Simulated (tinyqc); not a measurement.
# From M_n back to bias as a fraction of the breakdown voltage

Model: avalanche multiplication and breakdown of a junction from ionisation integrals. Computed by tinyqc, a small Python program. Command: `OMP_NUM_THREADS=1 python tinyqc.py 3010502 3010503 out.jsonl impact inv`. One thread of a shared host (Intel(R) Xeon(R) Processor @ 2.30GHz), about 0.05 s of CPU time with the checks.

Ionisation coefficients follow the local field. Position x runs through the depletion layer from the p side (x = 0), where electrons enter, to the n side (x = w), where holes enter. The built-in voltage is neglected.

Inputs (values chosen for the exercise, modelled on germanium):
```
quantity                               value    unit
electron prefactor a_n              1.58e+07    1/cm
electron field b_n                  1.59e+06    V/cm
hole prefactor a_p                  1.07e+07    1/cm
hole field b_p                      1.26e+06    V/cm
exponent c                                 1       -
permittivity eps                          16       -
doping N of the lightly doped side   1.7e+14  1/cm^3
```

Junction: one-sided abrupt n+p.

Constants: e = 1.602176634e-19 C; eps_0 = 8.8541878128e-12 F/m.

Method:
- alpha_n = a_n exp(-(b_n/F)^c), alpha_p = a_p exp(-(b_p/F)^c).
- Field F = F_m (1 - s), w = eps eps_0 F_m/(e N), V = F_m w/2, with s = 1 - x/w (the peak lies at the n+ side).
- With Phi(x) = int_0^x (alpha_n - alpha_p) dx': 1 - 1/M_n = I_n = int_0^w alpha_n exp(-Phi) dx and M_p = M_n exp(-Phi(w)); trapezoid rule on 401 even points; breakdown at I_n = 1.
- Solve I_n(F_m) = 1.
- Bias V = fraction times the breakdown voltage.
- M_n = 1/(1 - I_n), M_p = M_n exp(-Phi(w)); McIntyre excess noise for the carrier with the larger M, F_x = k M + (1 - k)(2 - 1/M), with k = (smaller M - 1)/(larger M - 1).

Problem. A run gave the result below. Find the bias as a fraction of the breakdown voltage, known to lie between 0.51 and 0.69.

M_n = 1.013274

Solution.

Each step takes the trial c = (a f_b - b f_a)/(f_b - f_a), f being the result less the target and a, b, c the logarithms of the listed values; c replaces end b, the old b replaces a if the sign of f changed, and otherwise f_a is halved.

Scan of the range:
```
bias as a fraction of the breakdown voltage      M_n
0.510                                        1.00259
0.536                                        1.00393
0.564                                        1.00597
0.593                                        1.00900
0.624                                        1.01362
0.656                                        1.02049
0.690                                        1.03110
```

False position (Illinois rule, in the logarithm of the input) inside the bracket:
```
step     end a     end b     trial      M_n
1     0.593000  0.624000  0.621592  1.01320
2     0.624000  0.621592  0.621997  1.01327
3     0.624000  0.621997  0.622008  1.01327
4     0.621997  0.622008  0.622003  1.01327
```

M_n rises at every point of a 13-point scan of the range (every second point is shown), so one value fits; it is bracketed by 0.593 and 0.624. Answer: bias as a fraction of the breakdown voltage = 0.6220.
